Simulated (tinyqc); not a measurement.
From a target to a composition: alloy A(1-x)B(x) by interpolation with bowing. Three cases, with inputs chosen for the exercise.

Problem. An alloy A(1-x)B(x) has the gap E(x) = (1 - x) E_A + x E_B - C1 x (1 - x) at Gamma, C1 the first entry of C. Which x puts hc/E at the given wavelength, and what is the mismatch (a_sub - a(x))/a(x) to a substrate of A, with Vegard for a(x)?

Constants: hc = 1239.841984 eV nm.

Case 1.

Values chosen (out of a larger set: A near InAs, B near GaAs; not measured data):
- a = (6.057, 5.645) angstrom (lattice constant of A, B)
- Eg = (0.422, 1.534) eV (gap at Gamma to the s-like level of A, B)
- C = (0.521, 1.31, 0.383) eV (bowing of the Gamma, X and L gaps)

wavelength = 891.171 nm

Case 2.

Values chosen (out of a larger set: A near InP, B near GaP; not measured data):
- a = (5.874, 5.458) angstrom (lattice constant of A, B)
- Eg = (1.41, 2.925) eV (gap at Gamma to the s-like level of A, B)
- C = (0.616, 0.209, 0.996) eV (bowing of the Gamma, X and L gaps)

wavelength = 588.546 nm

Case 3.

Values chosen (out of a larger set: A near Si, B near Ge; not measured data):
- a = (5.427, 5.663) angstrom (lattice constant of A, B)
- Eg = (4.222, 0.907) eV (gap at Gamma to the s-like level of A, B)
- C = (0.173, 0.254, 0) eV (bowing of the Gamma, X and L gaps)

wavelength = 940.426 nm

Find: target gap; x; mismatch.

Solution. Solve C1 x^2 + (E_B - E_A - C1) x + E_A - hc/wavelength = 0; the gap is monotonic in x because |E_B - E_A| > C1, so one root lies between 0 and 1. Whether Gamma is the lowest valley there, and whether such a mismatch can be grown coherently, are separate questions.

Case 1.

target gap = 1.3913 eV
x = 0.910
mismatch = 6.598 %

Case 2.

target gap = 2.1066 eV
x = 0.560
mismatch = 4.130 %

Case 3.

target gap = 1.3184 eV
x = 0.870
mismatch = -3.645 %

Computed by tinyqc, one run a case: `OMP_NUM_THREADS=1 python tinyqc.py N N+1 out.jsonl` with N = 1051476, 1051566, 1051573; one thread of a shared Intel(R) Xeon(R) Processor @ 2.30GHz, about 0.01 s a run at most.
